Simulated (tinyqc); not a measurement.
Worked calculation: Haynes-Shockley experiment: drift, diffusion and decay of a minority-carrier pulse. Computed by tinyqc, a small Python program that keeps every step. Command: `OMP_NUM_THREADS=1 python tinyqc.py 3112666 3112667 out.jsonl haynes walk`. One thread of a shared host (Intel(R) Xeon(R) Processor @ 2.30GHz), about 0.01 s of CPU time with the checks. Intermediate numbers are printed to about 6 digits and carried at full precision; extremes and crossings named in words are read from the listed rows.

A thin sheet of excess carriers is made at x = 0, t = 0 in a long uniform bar; injection is low, so the pulse moves with the minority mobility.

Inputs (values chosen for the exercise, modelled on holes in n-type silicon in a lightly doped bar):
```
quantity,value,unit
minority mobility mu,465,cm^2/(V s)
lifetime tau,30,microsecond
temperature T,300,K
field F,15,V/cm
distance d to the collector,0.43,cm
second distance d2,0.98,cm
injected sheet density N0,1.9e+10,1/cm^2
```

Constants: k_B = 8.617333262e-05 eV/K.

## Transport coefficients

D = mu k_B T/e, v = mu F. Transit time d/v, diffusion length sqrt(D tau), drift length v tau, Peclet number v d/D = e F d/(k_B T).

D = 12.0212 cm^2/s

drift velocity v = 6975 cm/s

transit time d/v = 61.6487 microsecond

diffusion length = 189.904 micrometre

drift length v tau = 0.20925 cm

Peclet number = 249.497

The pulse must travel 2.05 drift lengths.

## The signal at the collector

dn(x, t) = N0/sqrt(4 pi D t) exp(-(x - v t)^2/(4 D t) - t/tau). At fixed x the signal peaks where d ln(dn)/dt = 0: a t^2 + t/2 - x^2/(4 D) = 0 with a = v^2/(4 D) + 1/tau. The full width at half maximum is found by solving dn(x, t) = peak/2 on both sides of the peak.

time of the peak t_p = 60.4189 microsecond

peak density = 2.58783e+10 1/cm^3

width at half maximum = 12.6528 microsecond

The peak comes 2.0 % before d/v, since spreading and recombination both weaken the later part of the pulse.

## Shape in time

Times are 0.7, 0.8, 0.9, 0.95, 1, 1.05, 1.1, 1.2 and 1.4 t_p.

Signal at d:
```
t/t_p,t (microsecond),dn (1/cm^3),dn/peak
0.70,42.2932,7.43877e+06,2.87452e-04
0.80,48.3351,1.08630e+09,4.19774e-02
0.90,54.3770,1.27934e+10,4.94368e-01
0.95,57.3980,2.19018e+10,8.46337e-01
1.00,60.4189,2.58783e+10,1.00000e+00
1.05,63.4398,2.22530e+10,8.59909e-01
1.10,66.4608,1.45438e+10,5.62010e-01
1.20,72.5027,3.12921e+09,1.20920e-01
1.40,84.5865,1.85289e+07,7.16002e-04
```

At 0.9 and 1.1 t_p the signal is 0.494 and 0.562 of its peak: the trailing side is the wider one.

## Simple reading of the pulse

With w the full width at half maximum: mu = d/(F t_p); D = (w d)^2/(16 ln2 t_p^3); Einstein ratio D/mu against k_B T/e.

apparent mobility = 474.465 cm^2/(V s)

apparent D = 12.1017 cm^2/s

apparent D/mu = 25.5061 mV

error of mu = 2.03553 %

error of D = 0.670233 %

The true k_B T/e is 25.85 mV.

## Two distances

Differences remove part of the bias: mu = (d2 - d)/(F (t_p2 - t_p)). The time-integrated signal is A(x) = (N0/u) exp(x (v - u)/(2 D)), u = sqrt(v^2 + 4 D/tau); the simple lifetime is tau = (t_p2 - t_p)/ln(A(d)/A(d2)).

t_p2 = 138.004 microsecond

mobility from two distances = 472.599 cm^2/(V s)

area ratio A(d)/A(d2) = 13.5602

lifetime from areas = 29.7587 microsecond

Errors: mobility +1.63 % (one distance +2.04 %), lifetime -0.80 %.

## How the errors depend on the field

With w that width: mu = d/(F t_p); D = (w d)^2/(16 ln2 t_p^3). The field is scaled by the factors listed.

Errors of the simple reading:
```
factor,F (V/cm),v d/D,v^2 tau/(4 D),error of mu (%),error of D (%)
0.5,7.5,124.75,7.59,7.18989,1.28499
0.7,10.5,174.65,14.87,3.88128,0.94341
1.0,15.0,249.50,30.35,2.03553,0.67023
1.5,22.5,374.25,68.29,0.99702,0.45028
2.5,37.5,623.74,189.71,0.42367,0.27115
4.0,60.0,997.99,485.65,0.20315,0.16964
7.0,105.0,1746.48,1487.30,0.09089,0.09697
```

The error of mu falls from 7.19 to 0.0909 %. For large v d/D it is about D/(v d) + 2 D/(v^2 tau), here 0.0909 % in the last row: one part from spreading, one from recombination.

Checks made by the program: area of the signal against its closed form (relative difference below 1e-10).
